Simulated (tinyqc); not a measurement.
Changing the spread sigma_f: hydrogen passivation of interface dangling bonds: competing passivation and dissociation with distributed barriers. Computed by tinyqc, a small Python program. Command: `OMP_NUM_THREADS=1 python tinyqc.py 3031340 3031341 out.jsonl passiv sweep`. One thread of a shared host (Intel(R) Xeon(R) Processor @ 2.30GHz), about 0.1 s of CPU time with the checks.

P_b + H2 gives P_bH + H at the rate k_f [H2]; P_bH gives P_b + H at the rate k_d. All defects start unpassivated. E_f and E_d are Gaussian and independent.

Inputs (values chosen for the exercise, close to those used for P_b centres at the silicon-oxide interface): defect density N0 = 6.8e+11 1/cm^2; passivation prefactor k_f0 = 2.2e-07 cm^3/s; mean passivation barrier E_f = 1.69 eV; dissociation prefactor k_d0 = 2.1e+13 1/s; mean dissociation barrier E_d = 2.59 eV; spread sigma_d = 0.1 eV; H2 in the oxide per atm, solubility factor = 1.1e+18 1/(cm^3 atm); hydrogen pressure p = 10 atm; anneal temperature T = 650 C; anneal time t = 1600 s; oxide thickness = 1.9 nm.

Constants: k_B = 8.617333262e-05 eV/K; e = 1.602176634e-19 C; eps_0 = 8.8541878128e-12 F/m.

Method:
- [H2] = solubility factor x p; a = k_f0 [H2] exp(-E_f/(k_B T)), d = k_d0 exp(-E_d/(k_B T)). For one pair of barriers the active share is y = [d + a exp(-(a + d) t)]/(a + d).
- Temperatures in kelvin are T(C) + 273.15.
- Average y over both Gaussians with 40 x 40 Gauss-Hermite points.
- Active density N0 y; threshold shift if each active defect holds one charge, e N0 y t_ox/(3.9 eps_0).
- Minimise the averaged y over T between 150 and 900 C: find where ln y is equal at T - 0.05 and T + 0.05 C; T is rounded to 0.1 C.

One run for each value:
```
spread sigma_f (eV)  active share y  best temperature (C)  least active share
0.005                     0.0002336                 321.6          1.4173e-06
0.020                     0.0002406                 334.4          2.0644e-06
0.040                     0.0002644                 358.0          4.2706e-06
0.060                     0.0003094                 382.2          9.4854e-06
0.080                     0.0003851                 405.1          2.1493e-05
0.100                     0.0005089                 426.3          4.8760e-05
0.130                     0.0008543                 454.0          1.6227e-04
0.160                     0.0015588                 475.6          4.9570e-04
```

Over the rows, active share y rises from 2.34e-4 to 0.00156 (exponent d ln y / d ln x 0.021 between the first rows and 2.9 between the last); best temperature (C) rises from 322 to 476 (exponent d ln y / d ln x 0.028 between the first rows and 0.22 between the last); least active share rises from 1.42e-6 to 4.96e-4 (exponent d ln y / d ln x 0.27 between the first rows and 5.4 between the last). The hardest defects set the temperature needed, and a hotter anneal has a higher dissociation floor.

Caution (all rows): densities below a few 1e9 per cm^2 are formal: other defects set the floor in real interfaces. Caution (all rows): a least active share below 1e-3 is a property of the model; measured passivation levels off well above it. Caution (all rows): atomic hydrogen, which both passivates and depassivates, and further passivation during cooling are left out.

Extremes, crossings and ranges named in words are read from the listed rows.
